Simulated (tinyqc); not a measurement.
Changing the probe frequency / omega_TO: single-oscillator infrared dielectric function of a polar cubic crystal. Computed by tinyqc, a small Python program. Command: `OMP_NUM_THREADS=1 python tinyqc.py 3013560 3013561 out.jsonl infrared sweep`. One thread of a shared host (Intel(R) Xeon(R) Processor @ 2.30GHz), about 0.01 s of CPU time with the checks.

One ion pair, charges +Z* and -Z*, in a cell of volume Omega = a^3/4. Frequencies omega are given as wavenumbers (1/cm); eps_s is the static dielectric constant.

Inputs (values chosen for the exercise, modelled on indium phosphide): lattice constant a = 5.869 angstrom; mass M_A = 114.82 u; mass M_B = 30.97 u; omega_TO = 298 1/cm; Born charge Z* = 2.64 e; eps_inf = 9.58; phonon damping gamma = 2.7 1/cm; carrier density N = 1.9e+18 1/cm^3; carrier mass m* = 0.083 m_0; carrier mobility = 1100 cm^2/(V s).

Structure: zinc blende. Free carriers: present.

Constants: nu for 1 eV/(angstrom^2 u) = 15.6333042 THz; 1 THz = 33.35640952 1/cm; e^2/(4 pi eps_0) = 14.39964548 eV angstrom; e = 1.602176634e-19 C; eps_0 = 8.8541878128e-12 F/m; m_0 = 9.1093837015e-31 kg; c = 299792458 m/s.

Method:
- mu = M_A M_B/(M_A + M_B); ionic plasma term W^2 = 4 pi Z*^2 (e^2/(4 pi eps_0))/(Omega mu) in eV/(angstrom^2 u), turned into 1/cm by W = 15.6333042 x 33.35640952 x sqrt(W^2); omega_LO^2 = omega_TO^2 + W^2/eps_inf; eps_s = eps_inf + W^2/omega_TO^2; Szigeti charge 3 Z*/(eps_inf + 2); longitudinal (Callen) charge Z*/eps_inf.
- omega_p^2 = N e^2/(eps_0 eps_inf m*), gamma_p = e/(m* x mobility), both divided by 2 pi c (c in cm/s) to give 1/cm. m* is held constant, though in narrow-gap crystals it rises with N at high doping.
- eps(omega) = eps_inf + W^2/(omega_TO^2 - omega^2 - i gamma omega) - eps_inf omega_p^2/(omega^2 + i gamma_p omega); n + i k = sqrt(eps) with k >= 0; R = |(n + i k - 1)/(n + i k + 1)|^2 at normal incidence from vacuum.
- omega is the probe ratio times omega_TO. Intensity decays over 1/(4 pi omega k); the loss function is Im(-1/eps).

One run for each value:
```
probe frequency / omega_TO  reflectivity R   Re eps       n       k
0.6                                0.81943  -33.920   2.223   6.234
0.7                                0.78172  -22.322   1.846   5.072
0.8                                0.69635  -12.234   1.705   3.891
0.9                                0.40506    1.116   2.386   2.139
1.0                                0.86243  -11.106  13.075  13.493
1.1                                0.90107  -22.719   0.638   4.809
1.2                                0.83909  -12.379   0.619   3.572
1.3                                0.77332   -7.749   0.606   2.849
1.4                                0.68663   -4.811   0.609   2.276
1.5                                0.55725   -2.691   0.642   1.762
1.6                                0.36219   -1.063   0.738   1.268
1.7                                0.15058    0.235   0.953   0.821
1.8                                0.06396    1.295   1.254   0.527
1.9                                0.06302    2.177   1.521   0.371
```

What does the table show?

Over the rows, reflectivity R lies between 0.0630 and 0.901 without a single trend; Re eps lies between -33.9 and 2.18 without a single trend.

Extremes, crossings and ranges named in words are read from the listed rows.
